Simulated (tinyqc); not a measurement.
Inside a calculation: Slater-Koster d bands of a bcc metal. Values are carried at full precision from step to step, so a last printed digit may differ when a step is redone from the rounded ones.

Slater-Koster d bands. For a bond with direction cosines (l, m, n) the 5 x 5 block is dds Ps + ddp Pp + ddd (1 - Ps - Pp), the projectors on sigma, pi and delta states about the bond; for instance <xy|xy> = 3 l^2 m^2 dds + (l^2 + m^2 - 4 l^2 m^2) ddp + (n^2 + l^2 m^2) ddd, <xy|yz> = 3 l m^2 n dds + l n (1 - 4 m^2) ddp + l n (m^2 - 1) ddd and <3z2-r2|3z2-r2> = (n^2 - (l^2 + m^2)/2)^2 dds + 3 n^2 (l^2 + m^2) ddp + (3/4)(l^2 + m^2)^2 ddd. H(k) sums the blocks times cos(k.R) over the neighbours; the d level is the zero of energy; k in 2 pi/a.

Values chosen for the exercise (of the size met in Fe; the results hold for these values, not for the real material): dds = -0.762 eV (dd sigma); ddp = 0.358 eV (dd pi); ddd = -0.084 eV (dd delta); f2 = 0.58 (factor on all three integrals for second neighbours); k = (0.28, 0.11, 0.12) 2 pi/a (wave vector); Nd = 6 (d electrons per atom).

## The block of one bond

Direction (1,1,1)/sqrt3; its eigenvalues must be dds once, ddp twice and ddd twice.

block (eV), rows xy, yz, zx, x2-y2, 3z2-r2 and columns alike:
```
[[-0.2118, -0.2751, -0.2751, 0, -0.1701],
 [-0.2751, -0.2118, -0.2751, -0.1473, 0.0851],
 [-0.2751, -0.2751, -0.2118, 0.1473, 0.0851],
 [0, -0.1473, 0.1473, 0.2107, 0],
 [-0.1701, 0.0851, 0.0851, 0, 0.2107]]
```

## Levels at Gamma

Neighbours: eight at (a/2)(1,1,1) and equivalents, and six at a(1,0,0) and equivalents with the integrals times f2.

Summing the blocks at k = 0 gives E(t2g) = (8/3) dds + (16/9) ddp + (32/9) ddd + f2 (4 ddp + 2 ddd), E(eg) = (16/3) ddp + (8/3) ddd + f2 (3 dds + 3 ddd).

levels (eV): t2g (threefold) -0.9611, eg (twofold) 0.2133

The t2g level lies lower, by 1.1744 eV.

## The Hamiltonian at one k

Sum over the neighbours.

H(k) (eV), rows xy, yz, zx, x2-y2, 3z2-r2 and columns alike:
```
[[-0.7736, 0.5874, 0.1749, 0, 0.3303],
 [0.5874, -0.3038, 0.5341, 0.0937, -0.0541],
 [0.1749, 0.5341, -0.7949, -0.3146, -0.1816],
 [0, 0.0937, -0.3146, 0.4680, -0.3262],
 [0.3303, -0.0541, -0.1816, -0.3262, 0.1240]]
```

## Levels and character

Diagonalise H; t2g is xy, yz, zx and eg the other two.

levels (eV): [-1.2987, -1.1307, 0.0983, 0.3378, 0.7129]

weights, rows t2g, eg; columns band 1, band 2, band 3, band 4, band 5:
```
[[0.983, 0.861, 0.139, 0.963, 0.054],
 [0.017, 0.139, 0.861, 0.037, 0.946]]
```

## Levels at points of symmetry

Coordinates: G (0, 0, 0), H (1, 0, 0), N (0.5, 0.5, 0), P (0.5, 0.5, 0.5); the others lie half way.

Levels (eV):
```
k        band 1  band 2  band 3  band 4  band 5
G        -0.961  -0.961  -0.961   0.213   0.213
G-H 0.5  -1.277  -0.097  -0.097   0.296   0.928
H        -3.157  -3.157   2.427   2.427   2.427
N        -2.103  -2.009   0.785   1.277   2.298
P        -0.733  -0.733  -0.733   1.472   1.472
P-G 0.5  -1.540  -1.540   0.758   0.758   0.957
G-N 0.5  -1.532  -1.310   0.324   0.669   0.745
```

On these points the bands run from -3.157 (H) to 2.427 eV (H).

## Second moment and the rectangular band

mu2 = z (dds^2 + 2 ddp^2 + 2 ddd^2)/5 per orbital, with z = 8 + 6 f2^2. A rectangular band with the same mu2 has width W = sqrt(12 mu2), Fermi level W (Nd/10 - 1/2) and bond energy -W Nd (10 - Nd)/20 (Friedel).

mu2 = 1.7053 eV^2
W = 4.5237 eV
Fermi level = 0.4524 eV
bond energy per atom = -5.4284 eV

The bond energy is the attractive part alone; the repulsion between atoms, left out, cancels a large share of it in the cohesive energy.

## Checks

- Levels at Gamma from the formulas against H(0): they agree to 1e-10 or better.
- Second moment from the formula against the mean square level on the mesh: both 1.70530.

(tinyqc, `OMP_NUM_THREADS=1 python tinyqc.py 1450288 1450289 out.jsonl`, Intel(R) Xeon(R) Processor @ 2.30GHz, 1 thread, shared host, about 0.05 s.)
